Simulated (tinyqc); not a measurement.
# Error from band bending against le

In A the levels shift by pb (1 - z/W)^2 for z < W. The signal from depth z is weighted by exp(-z/le)/le, so the centroid shifts by pb [1 - 2/a + (2/a^2)(1 - exp(-a))], a = W/le, and the error of iA against its value at the interface is that less pb.

Parameters, values chosen for the exercise:
- pb = -0.64 V (band bending in A at the interface)
- W = 110 nm (width of the bent region)

Error from band bending against le:

| le (nm) | a | centroid shift (eV) | error (meV) |
|---|---|---|---|
| 0.5 | 220.0 | -0.6342 | 5.792 |
| 1.9 | 57.89 | -0.6183 | 21.73 |
| 3.4 | 32.35 | -0.6017 | 38.34 |
| 4.8 | 22.92 | -0.5866 | 53.42 |
| 6.2 | 17.74 | -0.5719 | 68.08 |
| 7.7 | 14.29 | -0.5567 | 83.33 |
| 9.1 | 12.09 | -0.5429 | 97.13 |
| 10.6 | 10.38 | -0.5285 | 111.5 |
| 12 | 9.167 | -0.5156 | 124.4 |

Read the table: what changes, and by how much?

The size of the error rises from 5.79 to 124 meV; for large a it is 2 |pb|/a. It is below 50 meV, a typical accuracy of the method, in 3 of the 9 rows. Heavily doped substrates and deep-probing photons need the correction.

Numbers from tinyqc (`OMP_NUM_THREADS=1 python tinyqc.py 2410133 2410134 out.jsonl`; about 0.01 s on one thread of a shared Intel Xeon 2.30GHz).
